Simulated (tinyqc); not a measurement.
What moves the results: round or elliptic silicon nanowire with anisotropic valleys (Ritz method). A value that a table varies takes the place of the one given here.

Wire along x = [110] on a (001) wafer, y = [-110], z = [001]. Valley groups (w = inverse masses): A, two valleys along z: w_y = 1/mt, w_z = 1/ml, m_x = mt; B, four valleys in the wafer plane: w_y = (1/ml + 1/mt)/2, w_z = 1/mt, m_x = (ml + mt)/2.

Hard wall on the ellipse (y/a)^2 + (z/b)^2 = 1, c = hbar^2/2m0. With u = y/a, v = z/b the operator is -c [(w_y/a^2) d2/du2 + (w_z/b^2) d2/dv2] on the unit disc. Basis (1 - u^2 - v^2) u^i v^j; S, X and Y are the disc integrals of f f', (df/du)(df'/du) and (df/dv)(df'/dv), from the integral of u^p v^q = 2 Gamma((p+1)/2) Gamma((q+1)/2)/((p + q + 2) Gamma((p+q+2)/2)) for even p, q; H = c (w_y X/a^2 + w_z Y/b^2).

Converged values use 21 functions of each parity class (e or o in u, then in v).

Constants: hbar^2/2m0 = 3.80998211 eV angstrom^2.

Values chosen for the exercise (near those of a Si nanowire; shifted at random, so the results belong to these values and not to a real crystal): ml = 0.927 m0 (longitudinal mass); mt = 0.193 m0 (transverse mass); a = 22 angstrom (semi-axis along y); b = 22 angstrom (semi-axis along z); asp = (0.4, 0.6, 0.8, 1, 1.3, 1.8, 2.5) (ratios a/b); area = 15.2 nm^2 (cross-section, kept fixed); hw = 1 (height over mean width).

## Size of the basis

Lowest level of each group with 1, 3, 6 and 21 even functions.

Levels (meV):
```
functions       A       B
1          147.84  196.28
3          140.21  188.90
6          140.08  188.86
21         140.08  188.86
```

What does this show?

One function errs by 5.5 % for A and 3.9 % for B, six by 0.0008 and 5.5e-05 meV. The error grows with the axis ratio of the stretched ellipse (2.19, 1.29); for a circle it is 6/5.783 - 1 = 3.7 %.

## Flattening the wire at fixed area

a = sqrt(area x ratio/pi), b = a/ratio, 1 nm^2 = 100 angstrom^2; lowest level of each group.

Levels (eV):
```
a/b  a (angstrom)  b (angstrom)       A       B
0.4          13.9          34.8  0.2840  0.2226
0.6          17.0          28.4  0.2021  0.1892
0.8          19.7          24.6  0.1625  0.1835
1.0          22.0          22.0  0.1401  0.1889
1.3          25.1          19.3  0.1218  0.2067
1.8          29.5          16.4  0.1096  0.2471
2.5          34.8          13.9  0.1085  0.3116
```

How do the results move?

Each group is lowest where its stretched ellipse is a circle, at a/b = sqrt(w_y/w_z): 2.19 for A and 0.78 for B. The lowest group is B in the first row and A in the last, crossing between a/b = 0.6 and 0.8; B - A is -61 meV in the first row and +203 meV in the last.

## Shape of the cross-section

Equal area, hard walls, lowest level of -c (w_y d2/dy2 + w_z d2/dz2), c = hbar^2/2m0. Rectangle W x H with H/W = hw; ellipse with b/a = hw; trapezoid of height H, base W/0.8 and top 0.6 of the base; isosceles triangle of height H and base 2W. Ellipse, trapezoid and triangle by converged Ritz bases; 1 nm^2 = 100 angstrom^2.

Levels:
```
shape      A (eV)  B (eV)  B - A (meV)
rectangle  0.1549  0.2056         50.7
ellipse    0.1401  0.1889         48.8
trapezoid  0.1523  0.2096         57.3
triangle   0.1370  0.2721        135.1
```

W = 39.0 angstrom
H = 39.0 angstrom

What can be read from the table?

For group A the order is triangle, ellipse, trapezoid, rectangle, spanning 13 %. For group B the order is ellipse, rectangle, trapezoid, triangle, spanning 44 %. The ellipse lies below the rectangle for both groups, since corners hold little of the wave function. The triangle is lowest for A, whose light mass lies across the width and gains from the wide base. The spacing B - A of the valley groups runs from 49 to 135 meV.

## What each parameter does

Lowest level of groups A and B. Each row changes one parameter from the base and keeps the others.

Results:
```
case             A (eV)  B (eV)  B - A (meV)
base             0.1401  0.1889         48.8
a = 20 angstrom  0.1637  0.2040         40.3
b = 20 angstrom  0.1457  0.2132         67.5
ml = 1.038 m0    0.1371  0.1875         50.4
mt = 0.212 m0    0.1299  0.1731         43.1
```

What does this show?

The largest shifts from the base row, up to three for each result and ties (the steps differ in size, so this ranks the rows, not the parameters). A (eV): a +0.0236, mt -0.0101, b +0.0056. B (eV): b +0.0244, mt -0.0158, a +0.0152. B - A (meV): b +18.8, a -8.5, mt -5.7.

Computed by tinyqc, a small Python program: `OMP_NUM_THREADS=1 python tinyqc.py 1280880 1280881 out.jsonl` (the numbers bound the seed that draws the inputs); one thread of a shared host (Intel(R) Xeon(R) Processor @ 2.30GHz), about 0.03 s for the whole set of steps.
